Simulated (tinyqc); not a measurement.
Avalanche multiplication and breakdown of a junction from ionisation integrals: one step, computed by the program tinyqc. Command: `OMP_NUM_THREADS=1 python tinyqc.py 3018320 3018321 out.jsonl impact walk`. One thread of a shared host (Intel(R) Xeon(R) Processor @ 2.30GHz), about 0.01 s of CPU time with the checks.

Ionisation coefficients follow the local field. Position x runs through the depletion layer from the p side (x = 0), where electrons enter, to the n side (x = w), where holes enter. The built-in voltage is neglected.

Task: Multiplication and noise. M_n = 1/(1 - I_n), M_p = M_n exp(-Phi(w)); McIntyre excess noise for the carrier with the larger M, F_x = k M + (1 - k)(2 - 1/M), with k = (smaller M - 1)/(larger M - 1).

Junction: p-i-n with uniform field.

Every 50th point:
```
x (micrometre),F (MV/cm),alpha_n (1/cm),alpha_p (1/cm),Phi,I_n up to x
0.0,0.4062375,2327.168,7778.757,0.0000000,0.0000000
0.2,0.4062375,2327.168,7778.757,-0.1090318,0.0491755
0.4,0.4062375,2327.168,7778.757,-0.2180636,0.1040160
0.6,0.4062375,2327.168,7778.757,-0.3270954,0.1651739
0.8,0.4062375,2327.168,7778.757,-0.4361271,0.2333771
1.0,0.4062375,2327.168,7778.757,-0.5451589,0.3094371
1.2,0.4062375,2327.168,7778.757,-0.6541907,0.3942591
1.4,0.4062375,2327.168,7778.757,-0.7632225,0.4888524
1.6,0.4062375,2327.168,7778.757,-0.8722543,0.5943427
```

Give: M_n; M_p; effective k; excess noise factor.

Result:

M_n = 2.465

M_p = 5.897

effective k = 0.2992

excess noise factor = 3.047

Injecting holes gives the larger gain and, at equal gain, the lower noise.
